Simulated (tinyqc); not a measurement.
Inside a calculation. Model: oxide trap near a transistor channel: two-state multiphonon kinetics, telegraph noise and bias instability. Computed by tinyqc, a small Python program that keeps every step. Command: `OMP_NUM_THREADS=1 python tinyqc.py 3014797 3014798 out.jsonl oxidetrap walk`. One thread of a shared host (Intel(R) Xeon(R) Processor @ 2.30GHz), about 0.01 s of CPU time with the checks. Intermediate numbers are printed to about 5 digits and carried at full precision; extremes and crossings named in words are read from the listed rows.

An n-channel device under positive gate bias. The trap is empty (state 1) or holds an electron (state 2); both states are parabolas of equal curvature, and the electron reservoir is taken at the Fermi level of the channel.

Inputs (values chosen for the exercise, with an insulator like SiO2 on silicon):

| quantity | value | unit |
|---|---|---|
| insulator constant eps_ox | 3.93 | - |
| insulator thickness t_ox | 3.7 | nm |
| trap depth x from the interface | 1.6 | nm |
| tunnel barrier phi_b | 2.96 | eV |
| tunnelling mass m_ox | 0.39 | m_0 |
| trap level above E_F at zero field E_t | 1 | eV |
| relaxation energy E_R | 1.8 | eV |
| oxide field F | 6.1 | MV/cm |
| attempt rate k_0 at the interface | 4e+11 | 1/s |
| temperature T | 400 | K |
| channel width W | 64 | nm |
| channel length L | 78 | nm |
| frequency f | 90000 | Hz |
| stress time t_s | 2000 | s |

Parts treated: one trap.

Constants: hbar^2/(2 m_0) = 3.80998212 eV angstrom^2; k_B = 8.617333262e-05 eV/K; e = 1.602176634e-19 C; eps_0 = 8.8541878128e-12 F/m.

## Tunnelling factor

kappa = sqrt(2 m_ox phi_b)/hbar = sqrt(m_ox phi_b/(hbar^2/2m_0)); attenuation length lambda = 1/(2 kappa); factor exp(-x/lambda) for a rectangular barrier.

kappa = 5.5045 1/nm

attenuation length lambda = 0.090835 nm

tunnelling factor = 2.2397e-08

Caution: a field 1.5 times as high comes near the usual breakdown field of such an insulator. Caution: the field lowers the tunnel barrier appreciably over the trap depth, so the rectangular barrier understates the rate.

## Barriers and time constants

E_21 = E_t - e F x is the energy of state 2 over state 1; barriers E_c = (E_R + E_21)^2/(4 E_R), E_e = E_c - E_21; tau_c = exp(E_c/k_B T)/(k_0 P), tau_e = exp(E_e/k_B T)/(k_0 P), P the tunnelling factor; occupation f_2 = tau_e/(tau_c + tau_e); 1/tau_0 = 1/tau_c + 1/tau_e.

E_21 = 0.024 eV

capture barrier E_c = 0.46208 eV

emission barrier E_e = 0.43808 eV

capture time tau_c = 74.081 s

emission time tau_e = 36.925 s

occupation f_2 = 0.33264

tau_0 = 24.642 s

The two times are within a factor 30 of each other, so the trap switches between both states and shows as telegraph noise.

## Step height and noise

Charge-sheet step dV = e (t_ox - x)/(eps_ox eps_0 W L); Lorentzian spectrum S(f) = 4 dV^2 tau_0^2/((tau_c + tau_e)(1 + (2 pi f tau_0)^2)); corner 1/(2 pi tau_0); variance dV^2 f_2 (1 - f_2) = dV^2 tau_0/(tau_c + tau_e).

threshold step dV = 1.9369 mV

corner frequency = 0.0064586 Hz

S(f) = 4.2276e-19 V^2/Hz

root-mean-square noise = 0.91260 mV

f lies above the corner, on the 1/f^2 tail. Random dopants and current percolation, left out here, spread real steps around this value.

## Stress and recovery of one trap

From the zero-field occupation f(0), f(t) = f_2 + (f(0) - f_2) exp(-t/tau_0) under the field; after t_s the field is removed and f relaxes with the zero-field constants.

occupation at zero field = 2.5151e-13

tau_0 at zero field = 0.0014713 s

occupation after stress = 0.33264

half-time of recovery = 0.0010198 s

## Bias dependence of the times

The formulas are those given above.

Against field:

| F (MV/cm) | E_21 (eV) | tau_c (s) | tau_e (s) | f_2 |
|---|---|---|---|---|
| 0.00 | 1.0000 | 5.8499e+09 | 1.4713e-03 | 2.5151e-13 |
| 1.83 | 0.7072 | 1.1165e+07 | 1.3726e-02 | 1.2293e-09 |
| 3.66 | 0.4144 | 4.2523e+04 | 2.5551e-01 | 6.0088e-06 |
| 4.88 | 0.2192 | 1.5223e+03 | 2.6344e+00 | 1.7276e-03 |
| 6.10 | 0.0240 | 7.4081e+01 | 3.6925e+01 | 3.3264e-01 |
| 7.32 | -0.1712 | 4.9010e+00 | 7.0357e+02 | 9.9308e-01 |
| 9.15 | -0.4640 | 1.4832e-01 | 1.0407e+05 | 1.0000e+00 |

ln(tau_c/tau_e) falls by e x/k_B T = 4.642 per MV/cm, which measures the depth x if the change of surface potential with bias is left aside. Over these rows tau_c shortens by 10.60 decades and tau_e lengthens by 7.85; the shares differ because E_21 is not small against E_R. The times cross at F = E_t/(e x) = 6.25 MV/cm.

Checks made by the program: detailed balance tau_c/tau_e = exp(E_21/k_B T) (relative difference below 1e-10); the integral of S(f) against the variance (relative difference below 1e-10).
